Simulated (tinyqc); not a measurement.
Global model of a low-pressure process discharge: electron temperature, density, ion flux and ion energy. From T_e back to ionisation energy E_iz. Computed by tinyqc, a small Python program. Command: `OMP_NUM_THREADS=1 python tinyqc.py 3112065 3112066 out.jsonl plasma inv`. One thread of a shared host (Intel(R) Xeon(R) Processor @ 2.30GHz), about 0.01 s of CPU time with the checks.

Maxwellian electrons with temperature T_e in eV, one positive ion, no negative ions, uniform bulk density n; rate constants have the Arrhenius form.

Inputs (values chosen for the exercise, of the order of those of an inductive discharge in a simple atomic gas):
```
quantity                     value   unit
ion mass M                      40      u
ionisation prefactor K0    7.4e-14  m^3/s
ion-neutral cross section    1e-18    m^2
pressure p                    0.17     Pa
gas temperature T_g            400      K
radius R                        11     cm
height L                        17     cm
```

Constants: k_B = 1.380649e-23 J/K; e = 1.602176634e-19 C; u = 1.6605390666e-27 kg.

Method:
- n_g = p/(k_B T_g); lambda_i = 1/(n_g sigma); h_L = 0.86/sqrt(3 + L/(2 lambda_i)), h_R = 0.8/sqrt(4 + R/lambda_i); A_eff = 2 pi R^2 h_L + 2 pi R L h_R; d_eff = pi R^2 L/A_eff.
- Particle balance: K0 exp(-E_iz/T_e) n_g d_eff = u_B, u_B = sqrt(e T_e/M).
- Root found by bracketing.

Problem. A run gave the result below. Find the ionisation energy E_iz, known to lie between 16 and 33 eV.

T_e = 4.113794 eV

Solution.

Each step takes the trial c = (a f_b - b f_a)/(f_b - f_a), f being the result less the target and a, b, c the logarithms of the listed values; c replaces end b, the old b replaces a if the sign of f changed, and otherwise f_a is halved.

Scan of the range:
```
ionisation energy E_iz (eV)  T_e (eV)
16.0                          3.65389
18.1                          4.20031
20.4                          4.80965
23.0                          5.51109
25.9                          6.30804
29.2                          7.23217
33.0                          8.31734
```

False position (Illinois rule, in the logarithm of the input) inside the bracket:
```
step    end a    end b    trial  T_e (eV)
1     16.0000  18.1000  17.7500   4.10856
2     18.1000  17.7500  17.7698   4.11374
3     18.1000  17.7698  17.7702   4.11385
4     17.7698  17.7702  17.7700   4.11379
```

T_e rises at every point of a 13-point scan of the range (every second point is shown), so one value fits; it is bracketed by 16.0 and 18.1. Answer: ionisation energy E_iz = 17.77 eV.
